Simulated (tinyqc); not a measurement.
From results back to parameters: carrier statistics of a doped semiconductor with parabolic bands. Three cases, with inputs chosen for the exercise.

Problem. ni^2 = C^2 (T/300 K)^3 exp(-Eg(T)/kB T) with Eg(T) = Eg0 - al T^2/(T + be). Two intrinsic densities were computed from hidden Eg0 and C = sqrt(Nc Nv) at 300 K.

Constants: kB = 8.617333262e-05 eV/K.

Find: Eg0; C.

Method. y(T) = 2 ln ni - 3 ln(T/300) - al T/((T + be) kB) equals 2 ln C - Eg0/(kB T), a straight line in 1/T; two points give slope and intercept.

Case 1.

Values chosen (near those of GaN; the results hold for these values, not for the real material):
- al = 0.000899 eV/K (Varshni alpha)
- be = 843 K (Varshni beta)
- T1 = 250 K
- T2 = 420 K

ni(T1) = 8.17825e-17 1/cm^3
ni(T2) = 0.0709330 1/cm^3

Solution.

Eg0 = 3.521 eV
C = 1.01e+19 1/cm^3

Case 2.

Values chosen (near those of InSb; the results hold for these values, not for the real material):
- al = 0.000327 eV/K (Varshni alpha)
- be = 174 K (Varshni beta)
- T1 = 270 K
- T2 = 550 K

ni(T1) = 9.18573e+15 1/cm^3
ni(T2) = 4.65136e+17 1/cm^3

Solution.

Eg0 = 0.235 eV
C = 5.28e+17 1/cm^3

Case 3.

Values chosen (near those of Ge; the results hold for these values, not for the real material):
- al = 0.000482 eV/K (Varshni alpha)
- be = 236 K (Varshni beta)
- T1 = 300 K
- T2 = 550 K

ni(T1) = 1.86955e+13 1/cm^3
ni(T2) = 4.81129e+16 1/cm^3

Solution.

Eg0 = 0.745 eV
C = 7.12e+18 1/cm^3

Computed by tinyqc, one run a case: `OMP_NUM_THREADS=1 python tinyqc.py N N+1 out.jsonl` with N = 1680427, 1680468, 1680502; one thread of a shared Intel(R) Xeon(R) Processor @ 2.30GHz, about 0.01 s a run at most.
